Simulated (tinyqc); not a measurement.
Density of surface states from the Kelvin-probe reading.

Inverse problem. n-type bulk, xi = Ec - EF = Vt ln(Nc/Nd), p0 = ni^2/Nd, ni = sqrt(Nc Nv) exp(-Eg/(2 Vt)), Eg in volts. b is the upward band bending, u = b/Vt. Space charge per area, in units of q: Qc = sign(b) sqrt((2 eps0 eps_r Vt/q) [(Nd + dn)(exp(-u) - 1) + Nd u + (p0 + dn)(exp(u) - 1)]), with dn the excess density under light (flat quasi-Fermi levels; 0 in the dark). The states hold -Ds (E0 - xi - b): negative while the Fermi level lies above the neutrality level. Neutrality: Qc + Qf + (charge of the states) = 0. Work function chi + xi + b; contact potential difference CPD = (work function of the sample) - pt. Find b, Qc and Ds.

Inputs (values chosen for the exercise); band and dielectric values close to those of silicon: temperature T = 300 K; band gap Eg = 1.14 eV; relative permittivity eps_r = 11.5; conduction-band density of states at T Nc = 2.78e19 cm^-3; valence-band density of states at T Nv = 2.65e19 cm^-3; electron affinity chi = 4.01 eV; donor density Nd = 1.6e15 cm^-3; fixed positive charge at the surface Qf = 4.2e10 cm^-2; work function of the probe tip pt = 4.99 eV; depth of their neutrality level below the conduction edge E0 = 0.41 eV.

Constants: q = 1.602176634e-19 C, kB = 1.380649e-23 J/K, Vt = kB T/q, eps0 = 8.8541878128e-14 F/cm where lengths are in cm. Results are converted to the units shown.

CPD = -585.88879 mV

Solution. The CPD gives b, b gives Qc, and neutrality gives Ds.

b = 0.1417 V
Qc = 4.857e10 cm^-2
Ds = 5.700e12 cm^-2 eV^-1

tinyqc, about 0.01 s, one thread, Intel Xeon 2.30GHz (shared host): `OMP_NUM_THREADS=1 python tinyqc.py 2430154 2430155 out.jsonl`
